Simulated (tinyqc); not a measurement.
Worked calculation: propagation of a band-gap error through k.p and effective-mass formulas. Values are carried at full precision from step to step, so a last printed digit may differ when a step is redone from the rounded ones.

Chain, for a gap E (the reference Eg or another value), with Ep and Dso kept: 1/me = 1 + Ep (E + 2 Dso/3)/(E (E + Dso)); g* = 2 - 2 Ep Dso/(3 E (E + Dso)); g1(E) = g1 + (Ep/3)(1/E - 1/Eg), g2(E) = g2 + (Ep/6)(1/E - 1/Eg), light hole 1/(g1 + 2 g2), heavy hole 1/(g1 - 2 g2) along [100]; optical constant ei(E) = 1 + (ei - 1)(EP/(EP + E - Eg))^2, static e0(E) = ei(E) + e0 - ei.

Constants: Ry = 13.60569312 eV; a0 (Bohr radius) = 0.5291772105 angstrom; kB = 8.617333262e-05 eV/K; hbar^2/2m0 = 3.80998211 eV angstrom^2.

Inputs chosen for the exercise (reference values near those of GaSb, gap at low temperature; shifted at random, so the results belong to these values and not to a real crystal):
- Eg = 0.803 eV (gap at Gamma to the s-like level)
- Dso = 0.763 eV (spin-orbit splitting)
- Ep = 27.4 eV (Kane energy)
- g1 = 13.41 (Luttinger gamma1)
- g2 = 4.68 (gamma2)
- e0 = 15.57 (static dielectric constant)
- ei = 14.34 (optical dielectric constant)
- EP = 3.98 eV (mean (Penn) gap)
- Eg2 = 1.413 eV (a wrong gap, of the size a hybrid with far too much exact exchange can give)
- mh = 0.44 m0 (density-of-states mass of the holes)
- T = 400 K (temperature)
- k = 0.031 1/angstrom (wave vector)

## Masses, g factor and screening for both gaps

Evaluate the chain at Eg and at Eg2.

Band values at the two gaps:

| quantity | at Eg | at Eg2 | ratio |
|---|---|---|---|
| me | 0.03381 | 0.05517 | 1.632 |
| g* | -9.083 | -2.533 | - |
| g1 | 13.41 | 8.500 | 0.634 |
| g2 | 4.680 | 2.225 | 0.475 |
| light hole | 0.04392 | 0.07722 | 1.758 |
| heavy hole | 0.2469 | 0.2469 | 1.000 |
| ei | 14.34 | 11.03 | 0.769 |
| e0 | 15.57 | 12.26 | 0.787 |

The gap is off by a factor of 1.76; the electron mass follows with 1.63 and the light hole with 1.76, while the heavy hole, which does not couple to the conduction level, keeps its value. The optical constant changes less, by -23 %, as it answers to the mean gap, which shifts by the same +0.61 eV on a base of 3.98 eV. g* moves by +6.55; remote bands, left out here, shift it by tenths or, where it is large, by some per cent.

## Binding energies and densities for both gaps

Donor: R = Ry me/e0^2, a_B = a0 e0/me, Mott density (0.26/a_B)^3. Nc, Nv = 2 (m kT/(4 pi c))^(3/2), c = hbar^2/2m0, ni = sqrt(Nc Nv) exp(-E/2kT). Exciton: Ry mu/e0^2 with 1/mu = 1/me + g1(E). 1 angstrom^-3 = 1e24 cm^-3.

Use the values of the table.

Results:

| quantity | at Eg | at Eg2 | ratio |
|---|---|---|---|
| R (meV) | 1.897 | 4.994 | 2.63 |
| a_B (angstrom) | 243.7 | 117.6 | 0.482 |
| Mott density (cm^-3) | 1.214e+15 | 1.081e+16 | 8.90 |
| Nc (cm^-3) | 2.401e+17 | 5.007e+17 | 2.08 |
| ni (cm^-3) | 1.438e+13 | 2.981e+09 | 0.000207 |
| exciton (meV) | 1.305 | 3.400 | 2.60 |

Power laws carry the error on: the donor energy (me/e0^2) by a factor of 2.63, the Mott density (cube of me/e0) by 8.90. ni, with its exponential, changes by a factor of 0.000207, that is 3.7 decades.

## A scissor shift and what it does not mend

A rigid shift D = Eg - Eg2 of the conduction band restores the gap but leaves the curvature, so the mass stays me(Eg2); redoing the sum 1/m = 1 + Ep (E + 2 Dso/3)/(E (E + Dso)) with E = Eg and the same Ep gives another mass. For optics, eps2 at the edge goes as |p|^2/E^2: a rigid shift keeps the dipole elements p/E, while shifting the energies under unchanged p scales eps2 by (Eg2/Eg)^2.

shift D = -0.610 eV
mass under a rigid shift = 0.0552 m0
mass from the sum with the corrected gap = 0.0338 m0
factor on eps2 if p is left unscaled = 3.096

The rigid shift leaves the mass off by a factor of 1.63. The mass from the corrected gap is the reference me(Eg) here, because the exercise keeps Ep fixed; a real correction of the gap depends on k and changes Ep as well.

## Far from the edge the relative error shrinks

Two-level dispersion E(k) = sqrt(E^2/4 + Ep c k^2) - E/2 at k/4, k, 4k for both gaps, c = hbar^2/2m0.

Energies above the edge:

| k (1/angstrom) | at Eg (eV) | at Eg2 (eV) | ratio |
|---|---|---|---|
| 0.00775 | 0.0077 | 0.0044 | 0.572 |
| 0.03100 | 0.1099 | 0.0678 | 0.617 |
| 0.12400 | 0.9275 | 0.7441 | 0.802 |

The ratio tends to Eg/Eg2 = 0.57 at k = 0 and goes from 0.572 to 0.802: at large k both curves approach the same slope sqrt(Ep c), while their distance in eV grows towards |Eg - Eg2|/2.

## Checks

- Chain at E = Eg against the inputs g1, g2, ei, e0: they agree to 1e-10 or better.

Run: tinyqc, `OMP_NUM_THREADS=1 python tinyqc.py 1851193 1851194 out.jsonl`; Intel(R) Xeon(R) Processor @ 2.30GHz, one thread, shared host; about 0.01 s of CPU time with all checks.
